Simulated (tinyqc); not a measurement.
Hole mobility in a silicon inversion layer, empirical terms and Matthiessen rule: one step of the calculation.

Inversion layer of sheet density Ns on a uniformly doped body. The mobility terms are empirical power laws with prefactors chosen for the exercise; adding their inverses (Matthiessen) is itself an approximation.

Problem. Inversion density for the measured current. I = (W/L) q Ns mu Vd. E = q (Ndep + eta Ns)/(eps0 eps_r) in MV/cm. With t = T/(300 K): muC = Ac (Ns/1e12 cm^-2) t/(Nb/1e17 cm^-3 + Nit/1e11 cm^-2), muP = Ap E^(-1/3) t^(-1.75), muS = As E^(-gs); 1/mu is the sum of the inverses. Ns(new) = I/((W/L) q mu Vd).

Values chosen for this exercise; material values close to those of silicon:
```
symbol,value,unit,meaning
T,300,K,temperature
eps_r,11.8,,relative permittivity of the semiconductor
Nb,1.2e18,cm^-3,body doping
eta,0.3333,,weight of the inversion charge in the effective field
Ap,144,cm^2/(V s),phonon-limited mobility at 1 MV/cm and 300 K
As,408,cm^2/(V s),roughness-limited mobility at 1 MV/cm
gs,1.3,,exponent of the roughness term
Ac,1000,cm^2/(V s),Coulomb prefactor
Nit,2.5e11,cm^-2,charge at the interface
WL,1,,ratio W/L
Vd,0.02,V,drain voltage
I,0.0682,uA,measured linear current
```

Constants: q = 1.602176634e-19 C, eps0 = 8.8541878128e-14 F/cm where lengths are in cm. Results are converted to the units shown.

Ns after iteration 1 = 4.9235502e11 cm^-2
Ndep = 4.9556051e12 cm^-2

Give: E; mu; Ns after iteration 2.

Solution.

E = 0.78510 MV/cm
mu = 26.563 cm^2/(V s)
Ns after iteration 2 = 8.0124e11 cm^-2

tinyqc, about 0.01 s, one thread, Intel Xeon 2.30GHz (shared host): `OMP_NUM_THREADS=1 python tinyqc.py 2510046 2510047 out.jsonl`
